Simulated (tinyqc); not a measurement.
Phase-change memory cell, resistance drift and retention: effect of the activation energy of crystallisation.

The amorphous state follows Ra = R0 (t/t0)^nu exp[(q Ec/kB)(1/T - 1/(300 K))], with nu taken as independent of T. An intermediate level follows the logarithmic mixing rule ln R = (1 - fa) ln Rc + fa ln Ra with constant Rc. The time to lose the data by crystallisation is tr = tx exp[(q Ex/kB)(1/T - 1/Tx)]; 1 year = 3.15576e7 s. These are empirical laws.

T10 is the temperature at which tr is ten years.

Inputs (values chosen for the exercise); values of the order found in chalcogenide phase-change cells:
```
symbol  value  unit                                            meaning
R0        9.1  Mohm  resistance of the amorphous state at t0 and 300 K
t0      0.001     s                                     reference time
nu      0.049                                           drift exponent
Ec       0.26    eV                    activation energy of conduction
Tx        423     K                              temperature of a bake
tx      78000     s                   time to crystallise in that bake
T         358     K                              operating temperature
t        3600     s                                   time of the read
Rc        7.1  kohm                resistance of the crystalline state
```

Constants: q = 1.602176634e-19 C, kB = 1.380649e-23 J/K. Results are converted to the units shown.

The same in every row: Ra (Mohm) = 3.738; Ra/Rc = 526.5.

Results:

| Ex (eV) | tr (years) | T10 (K) |
|---|---|---|
| 1.6 | 7.147 | 355.7 |
| 1.9 | 31.85 | 364.9 |
| 2.5 | 632.5 | 377.3 |
| 2.8 | 2818 | 381.7 |
| 3.1 | 1.256e4 | 385.4 |
| 3.4 | 5.597e4 | 388.4 |

Estimate the missing row, Ex = 2.2 eV.

Computed row:

| Ex (eV) | tr (years) | T10 (K) |
|---|---|---|
| 2.2 | 141.9 | 371.8 |

With this row back in the table: As Ex goes from 1.6 to 3.4 eV, Ra stays at 3.74 Mohm, tr rises from 7.15 to 56000 years and T10 rises from 356 to 388 K. With the bake point fixed, a larger Ex extrapolates more steeply to lower temperatures. For Ex = 3.1 to 3.4 eV tr is an extrapolation over many decades from the bake and only says that crystallisation is no limit.

Program tinyqc, `OMP_NUM_THREADS=1 python tinyqc.py 2880007 2880008 out.jsonl`; Intel Xeon 2.30GHz, shared host, one thread, about 0.01 s.
